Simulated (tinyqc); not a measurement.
## Mobility from the current

Problem. A Schottky diode carries J = q Nc [vR vD/(vR + vD)] exp(-phi/Vt) [exp(V/Vt) - 1]. A* = 4 pi q me m0 kB^2/h^3 (times 1e-4 for A/(cm^2 K^2)); Nc = 2 (2 pi me m0 kB T/h^2)^1.5 (times 1e-6 for cm^-3); vR = A* T^2/(q Nc). Find vR, vD and mun.

Inputs (values chosen for the exercise); band and dielectric values close to those of gallium arsenide: temperature T = 300 K; electron mass me = 0.0671 m0; barrier height seen from the metal phi = 0.57 eV; bias V = 0.047 V.

Constants: q = 1.602176634e-19 C, kB = 1.380649e-23 J/K, h = 6.62607015e-34 J s, m0 = 9.1093837015e-31 kg, Vt = kB T/q. Results are converted to the units shown.

J = 7.7630091e-4 A/cm^2
vD/mun = 15359.167 V/cm

Solution. J gives the effective velocity v, and 1/vD = 1/v - 1/vR.

vR = 1.04e7 cm/s
vD = 3.69e7 cm/s
mun = 2.40e3 cm^2/(V s)

tinyqc, about 0.01 s, one thread, Intel Xeon 2.30GHz (shared host): `OMP_NUM_THREADS=1 python tinyqc.py 2640142 2640143 out.jsonl`
